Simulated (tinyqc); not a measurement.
Elastic strain and critical thickness of a cubic alloy layer A(1-x)B(x) on a thick substrate: one step, computed by the program tinyqc.

Strain is positive in tension. The layer is coherent with the substrate unless said otherwise.

Task: Symmetric X-ray reflection. Reflection 111: d = a_perp/sqrt(3), with a_perp = a (1 + e_perp) for the coherent layer, a for the relaxed layer and a_S for the substrate; sin(theta) = lambda/(2 d).

Inputs (values chosen for the exercise, modelled on Ga(1-x)In(x)As on GaAs): substrate lattice constant a_S = 5.653 angstrom; X-ray wavelength = 1.540593 angstrom.

Growth plane: (111).

free lattice constant a = 5.7988 angstrom

normal strain e_perp = 0.01227040

Give: Bragg angles; peak separation of the coherent layer.

Result:

Bragg angles:
```
crystal         a_perp (angstrom)  theta (degrees)  from substrate (arcsec)
substrate                  5.6530           13.651                      0.0
coherent layer             5.8700           13.138                  -1849.6
relaxed layer              5.7988           13.302                  -1258.7
```

peak separation of the coherent layer = -1849.6 arcsec

Caution: above about 2 % misfit, linear elasticity is rough and compressed layers tend to form islands before dislocations.
